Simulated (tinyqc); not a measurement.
Current of a Schottky diode by thermionic-emission-diffusion theory, and its read-back from I-V-T and C-V data: one step, computed by the program tinyqc.

Full ionisation, no tunnelling, no recombination current. V is the voltage across the junction itself, forward positive.

Problem. Current. N_c(T) = N_c (T/300 K)^(3/2); V_bi = phi_0 - (k_B T/e) ln(N_c(T)/N); surface field F = sqrt(2 e N (V_bi - V - k_B T/e)/(eps eps_0)); image lowering d_phi = sqrt(e F/(4 pi eps eps_0)); effective barrier phi = phi_0 - d_phi - sigma^2 (1 - rho V)/(2 k_B T). Collection velocity v_R = A* T^2/(e N_c(T)); diffusion velocity v_D = mu F; J = e N_c(T) v_R/(1 + v_R/v_D) exp(-phi/k_B T) [exp(e V/k_B T) - 1]. Terminal voltage V + J R_s.

Inputs (values chosen for the exercise, modelled on n-type amorphous oxide): Richardson constant A* = 39.2 A/(cm^2 K^2); effective density of states at 300 K, N_c = 5.2e+18 1/cm^3; permittivity eps = 10; mobility mu = 11 cm^2/(V s); barrier without image force phi_0 (mean) = 0.735 eV; doping N = 3.2e+15 1/cm^3; series resistance R_s = 0.19 milliohm cm^2; junction voltage V = 0.34 V; temperature T = 250 K; standard deviation sigma = 110 meV; relative change of sigma^2 with bias, rho = 0.72 1/V.

Barrier: Gaussian spread of heights.

Constants: k_B = 8.617333262e-05 eV/K; e = 1.602176634e-19 C; eps_0 = 8.8541878128e-12 F/m.

Give: v_R; v_D; current density J; terminal voltage.

Solution.

v_R = 3.866e+06 cm/s

v_D = 1.756e+05 cm/s

current density J = 44.20 A/cm^2

terminal voltage = 0.3484 V

v_D/v_R = 0.0454: drift and diffusion through the depletion layer limit the current.
